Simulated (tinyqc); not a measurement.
Kinetic Monte Carlo and master equation for a particle on a ring of sites with traps and bias: one step, computed by the program tinyqc.

6 sites on a ring, numbered 1 to 6. The saddle between i and i+1 lies at E0 + s b_i and site i at s eps_i; a force F tilts the landscape, with the saddle half-way.

Question. Rate table. Rates: k(i to i+1) = nu exp(-(E0 + s b_i - s eps_i - F a/2)/(k_B T)), k(i to i-1) = nu exp(-(E0 + s b_(i-1) - s eps_i + F a/2)/(k_B T)). Share right = k right/(k right + k left); mean stay = 1/(k right + k left).

Inputs (values chosen for the exercise, for a model defect):
```
quantity                        value         unit
reference barrier E0             0.67           eV
scale factor s of the disorder      1            -
attempt frequency nu              2.7          THz
temperature T                     530            K
site spacing a                    3.1     angstrom
force F along the ring           0.03  eV/angstrom
```

Disorder: site traps.

site energies eps_i (eV): -0.033  -0.03  -0.068  0  -0.079  -0.069

saddle shifts b_i between sites i and i+1 (eV): 0  0  0  0  0  0

Constants: k_B = 8.617333262e-05 eV/K.

Give: Rates, shares of right hops and mean stays.

Answer.

Rates, shares of right hops and mean stays:
```
site  k right (1/s)  k left (1/s)  share right  mean stay (s)
1         1.544e+06     2.015e+05       0.8846      5.728e-07
2         1.649e+06     2.152e+05       0.8846      5.364e-07
3         7.176e+05     9.366e+04       0.8846      1.233e-06
4         3.180e+06     4.151e+05       0.8846      2.781e-07
5         5.640e+05     7.361e+04       0.8846      1.568e-06
6         7.021e+05     9.163e+04       0.8846      1.260e-06
```

The particle stays longest on site 5, 5.6 times as long as on the quickest site.
